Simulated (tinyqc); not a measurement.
Pressure-driven transition between two phases with analytic equations of state: one step, computed by the program tinyqc. Command: `OMP_NUM_THREADS=1 python tinyqc.py 3023173 3023174 out.jsonl transition walk`. One thread of a shared host (Intel(R) Xeon(R) Processor @ 2.30GHz), about 0.04 s of CPU time with the checks.

Each phase obeys E = E0 + (B0 V/B') [(V0/V)^B'/(B' - 1) + 1] - B0 V0/(B' - 1), P = (B0/B') [(V0/V)^B' - 1]; E0 = 0 for phase 1 and Delta E0 for phase 2. H = E + P V.

Problem. One Newton step. At the estimate, solve P(V) = P for each phase, form H, and step P(new) = P - (H_2 - H_1)/(V_2 - V_1), since dH/dP = V.

Inputs (values chosen for the exercise, for two model phases):
```
quantity                                   value             unit
volume V0 of phase 1                        18.5  angstrom^3/atom
B0 of phase 1                               30.7              GPa
B' of phase 1                               3.75                -
volume V0 of phase 2                        15.4  angstrom^3/atom
B0 of phase 2                                 39              GPa
B' of phase 2                               3.64                -
energy of phase 2 above phase 1, Delta E0   0.06          eV/atom
```

Equation of state: Murnaghan.

rigid estimate = 3.100987 GPa

Constants: 1 eV/angstrom^3 = 160.2176634 GPa.

Give: V_1; H_1; V_2; H_2; next pressure.

Solution.

V_1 = 16.981 angstrom^3

H_1 = 0.34237 eV

V_2 = 14.361 angstrom^3

H_2 = 0.34747 eV

next pressure = 3.4126 GPa
